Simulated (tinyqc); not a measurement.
Deformation-potential model of the L valleys of a conduction band, step by step. Values are carried at full precision from step to step, so a last printed digit may differ when a step is redone from the rounded ones.

s11 = (C11 + C12)/((C11 - C12)(C11 + 2 C12)), s12 = -C12/((C11 - C12)(C11 + 2 C12)), s44 = 1/C44; exx = s11 sxx + s12 (syy + szz) and cyclic, exy = s44 sxy/2; tension is positive. A uniaxial stress X along the unit vector n is s_ij = X n_i n_j.

Constants: kB = 8.617333262e-05 eV/K; hbar^2/2m0 = 3.80998211 eV angstrom^2.

Values chosen for the exercise (near those of Ge; not measured data): C11 = 128.1 GPa; C12 = 47.1 GPa; C44 = 65.5 GPa; load = uniaxial [110] (kind of stress); X = -0.35 GPa (stress); Xd = -6.03 eV (dilation potential); Xu = 15.37 eV (uniaxial potential); T = 300 K (temperature); ml = 1.584 m0 (longitudinal mass); mt = 0.082 m0 (transverse mass).

## Strain from a uniaxial [110] stress

Form the compliances and the strain.

s11, s12, s44 (1/TPa): 9.7299  -2.6158  15.2672

strain tensor:
```
           x          y         z
x  -0.001245  -0.001336  0.000000
y  -0.001336  -0.001245  0.000000
z   0.000000   0.000000  0.000916
```

## Valley shifts

Valleys with axes along [111], [1-1-1], [-11-1] and [-1-11], one whole valley each. Herring-Vogt shift of a valley with unit axis a: dE = Xd tr(e) + Xu a.e.a. Non-degenerate shares n_i = exp(-dE_i/kT)/sum_j exp(-dE_j/kT). Inverse mass tensor of a valley: (1 - a a)/mt + a a/ml; the masses are taken as independent of strain.

Apply the Herring-Vogt formula to each valley.

Xd tr(e) = 9.49 meV

a.e.a: [111] -0.001415, [1-1-1] 0.000366, [-11-1] 0.000366, [-1-11] -0.001415

shifts dE (meV): [111] -12.26, [1-1-1] 15.12, [-11-1] 15.12, [-1-11] -12.26

The lowest valleys are [111] and [-1-11], 27.4 meV below the highest; the mean shift over all valleys is (Xd + Xu/3) tr(e) = 1.43 meV.

## Shares of the electrons

Boltzmann factors of the shifts.

kT = 25.852 meV

shares: [111] 0.3712, [1-1-1] 0.1288, [-11-1] 0.1288, [-1-11] 0.3712

effective number of valley axes, 1/(largest share) = 2.694

## Conductivity mass tensor

With one scattering time for all valleys the conductivity goes as M = sum_i n_i (inverse mass tensor of valley i); along the unit vector u, 1/m_c = u.M.u. Without stress 1/m_c = (1/ml + 2/mt)/3. Take u along [110].

M (1/m0):
```
        x       y      z
x   8.341  -1.869  0.000
y  -1.869   8.341  0.000
z   0.000   0.000  8.341
```

m_c along [110] = 0.1545 m0
m_c without stress = 0.1199 m0

The repopulation alone changes the mobility along [110] by -22.4 %; with all electrons in the valleys lightest or heaviest along this direction it would change by +46 or -46 %.

## Effective density of states

Each of the 4 whole valleys has m_d = (ml mt^2)^(1/3) and N = 2 (m_d kT/(4 pi c))^(3/2), c = hbar^2/2m0. Counted from the lowest edge, Nc = N x sum_i exp(-(dE_i - dE_min)/kT). 1 angstrom^-3 = 1e24 cm^-3.

m_d = 0.2200 m0
N of one valley = 2.590e+18 cm^-3
Nc under stress = 6.976e+18 cm^-3
Nc without stress = 1.036e+19 cm^-3

## Piezoresistance from repopulation

For small stress d(rho)/rho = pi X. For valleys on the <111> axes pi11 = pi12 = 0 and pi44 = -Xu s44/(3 kT) x (K - 1)/(2K + 1), K = ml/mt. For stress along [110]: pi_l = (pi11 + pi12 + pi44)/2 with the current along it and pi_t = (pi11 + pi12 - pi44)/2 with the current along [1-10]. 1/GPa = 100 x 1e-11/Pa.

K = 19.317

pi11, pi12, pi44 (1e-11/Pa): 0.0  0.0  -139.8

pi_l, pi_t for [110] (1e-11/Pa): -69.9  69.9

Only the transfer between valleys is counted; changes of mass and of intervalley scattering add to it in a real crystal.

## Checks

- Conductivity mass at zero stress against 3/(1/ml + 2/mt): both 0.1198966.
- Piezoresistance coefficients by finite differences against the closed form: largest difference 3.8e-09.

Run: tinyqc, `OMP_NUM_THREADS=1 python tinyqc.py 1051303 1051304 out.jsonl`; Intel(R) Xeon(R) Processor @ 2.30GHz, one thread, shared host; about 0.03 s of CPU time with all checks.
